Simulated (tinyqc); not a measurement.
Inside a calculation. Model: read current of a NAND string, cells in series solved by shooting.

Program tinyqc, `OMP_NUM_THREADS=1 python tinyqc.py 2142188 2142189 out.jsonl`; Intel Xeon 2.30GHz, shared host, one thread, about 0.6 s. Printed values are rounded.

Cells in series, numbered from 0 at the source line (0 V) to the bit line, each followed by a gap resistance Rg. A cell with gate Vg, threshold VT, source Vs and drain Vd passes I = 2 nf K Vt^2 [F(Vs) - F(Vd)]/(1 + th max(Vg - VT, 0)), F(V) = ln^2(1 + exp((Vg - VT - nf V)/(2 nf Vt))). The selected cell has Vg = Vr, the others Vg = Vp.

Inputs (values chosen for the exercise); values of the order met in vertical NAND strings: temperature T = 300 K; gain factor of a cell K = 23 uA/V^2; slope factor nf = 1.3; mobility reduction factor th = 0.07 1/V; resistance of the gap between cells Rg = 3.8 kohm; bit-line voltage Vbl = 0.3 V; pass voltage Vp = 6.6 V; read voltage on the selected word line Vr = 3.02 V.

Constants: q = 1.602176634e-19 C, kB = 1.380649e-23 J/K, Vt = kB T/q. Results are converted to the units shown.

## Step 1: node voltages for a trial current

first trial current = 1.3 uA
thresholds from the source end, cell 0 to 4 (V): 1.9  4.3  4.3  4.3  4.3

For a trial current I start at 0 V and, cell by cell (the selected one is cell 0), solve for the drain: sqrt(F(Vd)) = sqrt(F(Vs) - I/k), k = 2 nf K Vt^2/(1 + th max(Vg - VT, 0)), Vd = [Vg - VT - 2 nf Vt ln(exp(sqrt F) - 1)]/nf, then add I Rg.

node voltage after each cell and gap, trial 1, cell 0 to 4 (V): 0.06119926  0.09595293  0.1313372  0.1673917  0.2041606

## Step 2: node voltages for a trial current

second trial current = 1.6 uA

As before.

node voltage after each cell and gap, trial 2, cell 0 to 4 (V): 0.07588968  0.1190651  0.1632336  0.2084755  0.2548823

## Course of the secant iteration

Secant steps on the end voltage less Vbl, from the two trials; a trial above the saturation current of a cell has no solution and is moved halfway to the previous trial. Stop below 1e-9 V.

Course of the iteration:
```
iteration    I (uA)  end voltage - Vbl (V)  halvings
1          1.866854                1.37e-3         0
2          1.858983               -1.97e-5         0
3          1.859095               -8.59e-9         0
4          1.859095               5.35e-14         0
```

Converged in 4 iterations to I = 1.8591 uA. The selected cell takes 27.2 % of the bit-line voltage and the gaps together 11.8 %.
